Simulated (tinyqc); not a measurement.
# Thermal RC ladder, step response: effects of single changes

A ladder of 3 nodes: R_i joins node i to node i + 1, the last R to the ambient; C_i is the heat capacity of node i; theta is the rise above ambient, zero at t = 0. d theta/dt = -A theta + b with b = (Pw/C_1, 0, ...), times in ms.

Parameters, values chosen for the exercise:
```
symbol,value,unit,meaning
R,"[0.17, 0.1, 0.46]",K/W,"resistances, junction to ambient"
C,"[0.64, 6.6, 15]",mJ/K,heat capacities of the nodes
Pw,7.1,W,power at node 1 from t = 0
```

Each table varies one quantity; the others keep the values above.

## Pulse trains: peak against mean temperature

A = C^(-1) K, K_ii = 1/R_(i-1) + 1/R_i (no first term for node 1), K_(i,i+1) = K_(i+1,i) = -1/R_i. The time constants tau_k are the inverse eigenvalues of A; the rise of node 1 per watt is Z(t) = sum_k r_k (1 - exp(-t/tau_k)), with r_k = v_k1^2 tau_k/C_1 and v_k the unit eigenvectors of C^(-1/2) K C^(-1/2). For pulses of length tp = 0.3 ms and period tp/D, the steady peak rise per watt is sum_k r_k (1 - exp(-tp/tau_k))/(1 - exp(-tp/(D tau_k))), and the mean is D sum R.

Results:

| D | peak (K/W) | mean (K/W) | peak/mean | peak rise (K) |
|---|---|---|---|---|
| 0.01 | 0.1747 | 0.007300 | 23.94 | 1.241 |
| 0.02 | 0.1785 | 0.01460 | 12.23 | 1.268 |
| 0.1 | 0.2189 | 0.07300 | 2.999 | 1.554 |
| 0.2 | 0.2722 | 0.1460 | 1.865 | 1.933 |
| 0.3 | 0.3273 | 0.2190 | 1.495 | 2.324 |
| 0.5 | 0.4400 | 0.3650 | 1.205 | 3.124 |
| 0.8 | 0.6127 | 0.5840 | 1.049 | 4.350 |

Estimate the missing row, D = 0.05.

Computed row:

| D | peak (K/W) | mean (K/W) | peak/mean | peak rise (K) |
|---|---|---|---|---|
| 0.05 | 0.1931 | 0.03650 | 5.292 | 1.371 |

With this row back in the table: The peak rises from 0.175 to 0.613 K/W, while its ratio to the mean falls from 23.9 to 1.05. In the first row the peak is 0.52 % above that of a single pulse, 0.174 K/W.

## Single pulses of growing length

Same model as above.

Single pulses of growing length:

| t (ms) | Z(t) (K/W) | Z/sum R | t/C_1 (K/W) | rise (K) |
|---|---|---|---|---|
| 0.02 | 0.02856 | 0.03913 | 0.03125 | 0.2028 |
| 0.046 | 0.05878 | 0.08052 | 0.07187 | 0.4173 |
| 0.11 | 0.1098 | 0.1504 | 0.1719 | 0.7795 |
| 0.25 | 0.1633 | 0.2237 | 0.3906 | 1.159 |
| 0.59 | 0.2101 | 0.2878 | 0.9219 | 1.492 |
| 1.4 | 0.2638 | 0.3614 | 2.188 | 1.873 |
| 3.2 | 0.3405 | 0.4664 | 5.000 | 2.417 |
| 7.6 | 0.4741 | 0.6494 | 11.88 | 3.366 |
| 18 | 0.6351 | 0.8700 | 28.12 | 4.509 |
| 42 | 0.7204 | 0.9868 | 65.62 | 5.115 |

What does the comparison show?

Z rises from 0.0286 to 0.720 K/W, against 0.730 K/W in the steady state. In the first row it is 8.6 % below t/C_1, the limit in which only the first heat capacity is charged. It passes half of the steady value at t = 7.6 ms among the rows.

tinyqc, about 0.01 s, one thread, Intel Xeon 2.30GHz (shared host): `OMP_NUM_THREADS=1 python tinyqc.py 2520035 2520036 out.jsonl`
